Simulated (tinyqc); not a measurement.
# All-pass ring resonator: effect of the ring radius

A ring of length L = 2 pi Rr coupled to one bus waveguide: round-trip amplitude a = 10^(-al L/20), self-coupling t = sqrt(1 - k2). At detuning d from the resonance the round-trip phase is p = 2 pi d/FSR and the transmission T = (a^2 - 2 a t cos p + t^2)/(1 - 2 a t cos p + a^2 t^2). Lossless coupler, linear absorption only.

FSR = lam^2/(ng L), finesse F = pi sqrt(a t)/(1 - a t), FWHM = FSR/F, Q = lam/FWHM, Tmin = (a - t)^2/(1 - a t)^2, power build-up k2 a^2/(1 - a t)^2, optical bandwidth c/(lam Q).

Inputs (values chosen for the exercise); values close to those of silicon waveguides:

| symbol | value | unit | meaning |
|---|---|---|---|
| lam | 1550 | nm | cold resonance wavelength |
| ng | 4.02 |  | group index |
| al | 3.4 | dB/cm | propagation loss |
| k2 | 0.013 |  | power coupling |

Constants: c = 299792458 m/s. Results are converted to the units shown.

The same in every row: t = 0.9935.

Result of one run:

| Rr (um) | a | Q | Tmin | build-up | bandwidth (GHz) |
|---|---|---|---|---|---|
| 17 | 0.9958 | 8.116e4 | 0.04849 | 113.3 | 2.383 |

What becomes of these results when the ring radius Rr is changed from 17 to 74 um, all else the same?

Result of the changed run:

| Rr (um) | a | Q | Tmin | build-up | bandwidth (GHz) |
|---|---|---|---|---|---|
| 74 | 0.9820 | 1.531e5 | 0.2220 | 20.99 | 1.263 |

The whole series:

| Rr (um) | a | Q | Tmin | build-up | bandwidth (GHz) |
|---|---|---|---|---|---|
| 6.7 | 0.9984 | 4.188e4 | 0.3571 | 194.7 | 4.618 |
| 11 | 0.9973 | 6.089e4 | 0.1722 | 152.6 | 3.176 |
| 17 | 0.9958 | 8.116e4 | 0.04849 | 113.3 | 2.383 |
| 28 | 0.9931 | 1.067e5 | 6.559e-4 | 72.06 | 1.812 |
| 46 | 0.9888 | 1.319e5 | 0.07139 | 40.58 | 1.467 |
| 74 | 0.9820 | 1.531e5 | 0.2220 | 20.99 | 1.263 |
| 120 | 0.9709 | 1.704e5 | 0.4059 | 9.771 | 1.135 |

As Rr goes from 6.7 to 120 um, Q rises from 41900 to 1.70e5, Tmin goes from 0.357 through a minimum of 6.56e-4 (at Rr = 28 um among the rows listed) to 0.406 and the build-up falls from 195 to 9.77. The ring is overcoupled (t < a) in 3 of the 7 rows; the dip is deepest where t and a cross. Bend loss, which grows for small rings, is left out.

Computed by the program tinyqc: `OMP_NUM_THREADS=1 python tinyqc.py 2650040 2650041 out.jsonl`, one thread of a shared Intel Xeon 2.30GHz, about 0.01 s for the whole run.
